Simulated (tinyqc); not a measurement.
A transmission-line measurement read back: specific resistance of a metal-semiconductor contact and its transmission-line measurement. Computed by tinyqc, a small Python program. Command: `OMP_NUM_THREADS=1 python tinyqc.py 3004623 3004624 out.jsonl contact walk`. One thread of a shared host (Intel(R) Xeon(R) Processor @ 2.30GHz), about 0.01 s of CPU time with the checks.

The barrier is parabolic (depletion approximation), energies E are normal energies counted from the band edge in the neutral semiconductor (downwards for holes), and the bias is zero. xi is an input, held fixed when other inputs move.

Inputs (values chosen for the exercise, modelled on n-type germanium): tunnelling mass m = 0.12 m_0; permittivity eps = 16; Richardson constant A* = 150 A/(cm^2 K^2); barrier height phi_B = 0.58 eV; doping N = 2.3e+20 1/cm^3; Fermi level above the band edge in the bulk, xi = 0.25 eV; temperature T = 300 K; sheet resistance R_sh = 5.5 ohm; contact length d = 9.6 micrometre; contact width W = 11 micrometre.

Image-force lowering: included.

Constants: hbar = 1.054571817e-34 J s; eps_0 = 8.8541878128e-12 F/m; m_0 = 9.1093837015e-31 kg; k_B = 8.617333262e-05 eV/K; e = 1.602176634e-19 C.

Method:
- E_00 = (e hbar/2) sqrt(N/(eps eps_0 m)); band bending E_b = phi_B + xi; depletion width w = sqrt(2 eps eps_0 E_b/(e^2 N)). Image lowering d_phi = (e^3 N E_b/(8 pi^2 (eps eps_0)^3))^(1/4) (E_b in volts), and E_b - d_phi replaces E_b everywhere except in w.
- WKB transmission for E < E_b, with a = E/E_b: D = exp{-(E_b/E_00) [sqrt(1 - a) - a ln((1 + sqrt(1 - a))/sqrt(a))]}; D = 1 above.
- At zero bias 1/rho_c = (e A*/k_B^2) int D(E) f(E) dE, f = 1/(1 + exp((E - xi)/k_B T)); 200 Gauss-Legendre points from 0 to E_b, and k_B T ln(1 + exp((xi - E_b)/k_B T)) for the part above the barrier; the share of tunnelling is the part below.
- Transmission-line model: transfer length L_T = sqrt(rho_c/R_sh); R_c = (R_sh L_T/W) coth(d/L_T). Limits: rho_c/(W d) for d << L_T, sqrt(rho_c R_sh)/W for d >> L_T.
- Transmission-line model: transfer length L_T = sqrt(rho_c/R_sh); R_c = (R_sh L_T/W) coth(d/L_T). Two contacts a gap s apart give R = 2 R_c + R_sh s/W. A straight-line fit gives R_sh from the slope and R_c from the intercept; the simple reading takes L_x = R_c W/R_sh as the transfer length and rho_c = R_sh L_x^2.

R_c W = 0.731591 ohm micrometre

contact resistance R_c = 0.0665083 ohm

specific contact resistance rho_c = 9.73137e-10 ohm cm^2

Resistances:
```
gap s (micrometre)  R (ohm)
0.13                 0.1980
0.27                 0.2680
0.53                 0.3980
1.10                 0.6830
2.10                 1.1830
```

L_x = 0.13302 micrometre

rho_c by the simple reading = 9.7314e-10 ohm cm^2

simple reading over true value = 1.00000

What does the comparison show, and why?

The simple reading is right, since coth(d/L_T) is 1 for so long a contact.
